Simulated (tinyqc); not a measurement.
# Solid solubility of a dopant against its melt (retrograde solidus), clustering and the electrically active fraction, step by step

A worked calculation. Computed by tinyqc, a small Python program that keeps every step. Command: `OMP_NUM_THREADS=1 python tinyqc.py 3003939 3003940 out.jsonl retro walk`. One thread of a shared host (Intel(R) Xeon(R) Processor @ 2.30GHz), about 0.01 s of CPU time with the checks. Intermediate numbers are printed to about 7 digits and carried at full precision; extremes and crossings named in words are read from the listed rows.

Inputs (values chosen for the exercise, for a model dopant):
```
quantity                                      value        unit
melting point of the host T_m                  1687           K
heat of melting of the host H_f                50.2      kJ/mol
interaction L of the melt                       3.7      kJ/mol
enthalpy of transfer from melt to solid H     0.819          eV
entropy of transfer S                          2.07         k_B
site density N0                               5e+22      1/cm^3
temperature T                                  1353           K
total dopant density N_t                    7.5e+20      1/cm^3
atoms per cluster m                               4           -
cluster scale N* at 1273 K                  3.2e+20      1/cm^3
activation energy E_b of the cluster scale     0.44          eV
anneal temperature T_a                         1025           K
mobility mu                                      85  cm^2/(V s)
```

Clustering: clusters of m atoms, electrons left out.

Constants: R = 8.314462618 J/(mol K); k_B = 8.617333262e-05 eV/K; e = 1.602176634e-19 C; N_A = 6.02214076e+23 1/mol.

## Liquidus and solidus at T

x_l and x_s are atom fractions of the dopant in melt and solid; the solid is dilute. Liquidus of the host: R T ln(1 - x_l) + L x_l^2 = -H_f (1 - T/T_m). Distribution: k = x_s/x_l = exp[L (1 - x_l)^2/(R T)] exp(S/k_B - H/(k_B T)), the first factor being the activity coefficient in the melt. Solubility = x_s N0; at T_m x_l = 0.

x_l = 0.6385376

distribution coefficient k = 0.007361501

x_s = 0.004700596

solubility = 2.350298e+20 1/cm^3

k at the melting point = 0.03688530

k has changed by a factor 0.20 from its value at T_m, while x_l has grown from 0 to 0.639.

## The retrograde maximum

The largest x_s N0 between 900 K and T_m. For an ideal melt with constant heats the maximum has x_l = H_f/(H + H_f), H in the same units.

temperature of the maximum = 1496.132 K

largest solubility = 3.043073e+20 1/cm^3

x_l there = 0.3953248

ideal-melt value H_f/(H + H_f) = 0.3884803

The maximum lies 191 K below T_m: above it the melt runs out of dopant, below it k falls as exp(-H/(k_B T)).

## The solidus

The formulas are those given above.

Against temperature:
```
T (K)        x_l           k  solubility (1/cm^3)  over the maximum
1000   0.9423830  0.00059163         2.787727e+19         0.0916089
1100   0.8927139  0.00140821         6.285650e+19         0.2065560
1200   0.8173527  0.00291550         1.191498e+20         0.3915443
1300   0.7100368  0.00545041         1.934994e+20         0.6358686
1400   0.5664119  0.00947702         2.683948e+20         0.8819862
1500   0.3878673  0.01568733         3.042301e+20         0.9997462
1580   0.2264922  0.02289726         2.593026e+20         0.8521078
1640   0.0999244  0.03003608         1.500669e+20         0.4931427
1675   0.0254824  0.03502192         4.462211e+19         0.1466350
```

Between the first rows the Arrhenius energy of the solubility is 0.77 eV, against H = 0.819 eV; it shrinks to zero at 1496 K and turns negative beyond. A crystal saturated at the maximum precipitates dopant-rich liquid on cooling and on heating alike. Below a eutectic or compound temperature another phase would set the limit.

## Active fraction after the anneal

A highly soluble donor (another dopant than that of the solidus) is limited by clustering. Donors N_a are active, and clusters hold m atoms each: N_t = N_a + m C, m C = N* (N_a/N*)^m, with N*(T) = N*(1273 K) exp[-(E_b/k_B)(1/T - 1/1273)]. Resistivity = 1/(e mu N_a).

N*(T_a) = 1.212504e+20 1/cm^3

active density N_a = 1.786442e+20 1/cm^3

active fraction = 0.2381923

resistivity = 0.4110378 milliohm cm

Doubling the dose would raise N_a by only 22 %. Caution: this clustering law is a generic form; degeneracy and a doping-dependent mobility are left out.

## Active against total

A highly soluble donor (another dopant than that of the solidus) is limited by clustering. Donors N_a are active, and clusters hold m atoms each: N_t = N_a + m C, m C = N* (N_a/N*)^m, with N*(T) = N*(1273 K) exp[-(E_b/k_B)(1/T - 1/1273)].

Active density (1/cm^3):
```
N_t (1/cm^3)    N_a at T_a   fraction  N_a at T_a + 150 K  N_a at T_a - 150 K
1.00e+19      9.994403e+18  0.9994403        9.999168e+18        9.929328e+18
3.00e+19      2.957104e+19  0.9857013        2.993316e+19        2.644447e+19
1.00e+20      7.859464e+19  0.7859464        9.360773e+19        5.096157e+19
2.00e+20      1.119345e+20  0.5596723        1.536264e+20        6.557371e+19
5.00e+20      1.572227e+20  0.3144454        2.370617e+20        8.682450e+19
1.00e+21      1.946517e+20  0.1946517        3.025368e+20        1.053235e+20
2.00e+21      2.367768e+20  0.1183884        3.738424e+20        1.266954e+20
5.00e+21      3.025025e+20  0.0605005        4.826355e+20        1.606224e+20
```

The exponent d ln N_a/d ln N_t falls from 0.99 to 0.27, towards 1/m = 0.250. At the highest dose a 150 K hotter anneal gives 1.60 times the active density, and a later step 150 K cooler would cut it to 0.53 if it ran to equilibrium: short hot anneals come last. For ionised donors far above n_i the electrons enter the mass action too and halve the limiting exponent.

Checks made by the program: the ideal-melt maximum (relative difference 3e-09).
